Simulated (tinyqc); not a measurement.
# Nanowire ballistic transistor, top-of-the-barrier model, step by step

Program tinyqc, `OMP_NUM_THREADS=1 python tinyqc.py 2400065 2400066 out.jsonl`; Intel Xeon 2.30GHz, shared host, one thread, about 0.04 s. Printed values are rounded.

At the top of the source barrier, states moving towards the drain are filled by the source (Fermi level 0) and states moving back by the drain (Fermi level -q Vd); nothing scatters. U is the shift of the band edge there, set by the capacitances CG, CD and CS (the total) and by the charge. Parabolic one-dimensional subband; the source is grounded.

Parameters, values chosen for the exercise; mass and valleys close to those of a monolayer dichalcogenide:
- T = 77 K (temperature)
- m = 0.507 m0 (effective mass)
- gv = 2 (valley degeneracy)
- eox = 16 (relative permittivity of the gate insulator)
- tox = 3.2 nm (insulator thickness)
- d = 3 nm (wire diameter)
- aG = 0.79 (gate control CG/CS)
- aD = 0.019 (drain control CD/CS)
- E0 = 0.22 eV (band edge at the barrier top above the source Fermi level at zero bias)
- Vg = 0.8 V (gate voltage)
- Vd = 0.2 V (drain voltage)

Constants: q = 1.602176634e-19 C, kB = 1.380649e-23 J/K, hbar = 1.054571817e-34 J s, h = 6.62607015e-34 J s, m0 = 9.1093837015e-31 kg, Vt = kB T/q, eps0 = 8.8541878128e-14 F/cm where lengths are in cm. Results are converted to the units shown.

## Density of states, capacitances and charge at zero bias

N0 = gv sqrt(2 m kB T/pi)/hbar, CG = 2 pi eps0 eox/ln(1 + 2 tox/d), CS = CG/aG, n0 = n at U = 0 and Vd = 0. eta1 = -(E0 + U)/Vt, eta2 = eta1 - Vd/Vt, n = (N0/2)[F_(-1/2)(eta1) + F_(-1/2)(eta2)], F_(-1/2)(x) = (1/sqrt(pi)) int_0^infinity u^(-1/2)/(1 + exp(u - x)) du. UL = -(aG Vg + aD Vd).

N0 = 3.35297e6 cm^-1
CG = 7.79373 pF/cm
CS = 9.86548 pF/cm
n0 = 1.33679e-8 cm^-1
UL = -0.6358 eV

## Iteration 1: self-consistent potential at the barrier top

U at the start (U = UL) = -0.6358 eV

eta1 = -(E0 + U)/Vt, eta2 = eta1 - Vd/Vt, n = (N0/2)[F_(-1/2)(eta1) + F_(-1/2)(eta2)], F_(-1/2)(x) = (1/sqrt(pi)) int_0^infinity u^(-1/2)/(1 + exp(u - x)) du. U(out) = UL + q (n - n0)/CS. U(new) = U + 0.2 (U(out) - U).

eta1 = 62.6644
eta2 = 32.5228
n = 2.57573e7 cm^-1
U(out) = -0.217495 eV
U after iteration 1 = -0.552139 eV

## Iteration 2: self-consistent potential at the barrier top

As before.

eta1 = 50.0560
eta2 = 19.9144
n = 2.18147e7 cm^-1
U(out) = -0.281524 eV
U after iteration 2 = -0.498016 eV

## Course of the iteration: self-consistent potential at the barrier top

Stop when U changes by less than 1e-9 eV, or after 90 iterations.

Course of the iteration:
```
iteration     U (eV)  |change| (eV)
1          -0.552139         0.0837
2          -0.498016         0.0541
3          -0.464806         0.0332
4          -0.445892         0.0189
5          -0.436298        9.59e-3
6          -0.432151        4.15e-3
7          -0.430566        1.58e-3
8          -0.429991        5.76e-4
9          -0.429785        2.06e-4
...              ...            ...
13         -0.429672        3.30e-6
14         -0.429671        1.17e-6
15         -0.429671        4.18e-7
16         -0.429671        1.48e-7
17         -0.429671        5.28e-8
18         -0.429671        1.88e-8
19         -0.429671        6.67e-9
20         -0.429671        2.37e-9
21         -0.429671       8.43e-10
```

Converged in 21 iterations. At the end each change is about 0.36 times the one before: linear convergence.

## Current, mean velocity and share of the gate voltage

converged U = -0.429671 eV

N0 = gv sqrt(2 m kB T/pi)/hbar, CG = 2 pi eps0 eox/ln(1 + 2 tox/d), CS = CG/aG, n0 = n at U = 0 and Vd = 0. eta1 = -(E0 + U)/Vt, eta2 = eta1 - Vd/Vt, n = (N0/2)[F_(-1/2)(eta1) + F_(-1/2)(eta2)], F_(-1/2)(x) = (1/sqrt(pi)) int_0^infinity u^(-1/2)/(1 + exp(u - x)) du. I = gv (2 q^2/h) Vt [ln(1 + exp eta1) - ln(1 + exp eta2)]. Mean velocity I/(q n). CQ = (q/Vt) dn/d(eta1); the band edge follows the gate as -dU/dVg = aG/(1 + CQ/CS).

eta1 = 31.5991
n = 1.26925e7 cm^-1
I = 30.7771 uA
mean velocity = 1.51346e7 cm/s
CQ = 21.9254 pF/cm
-dU/dVg = 0.245156 eV/V

The carriers from the source are degenerate (eta1 = 31.6), and the mean velocity is 3.95 times vT = sqrt(2 kB T/(pi m)) = 3.83e6 cm/s. The drain fills a good part of the returning states, which lowers the mean.
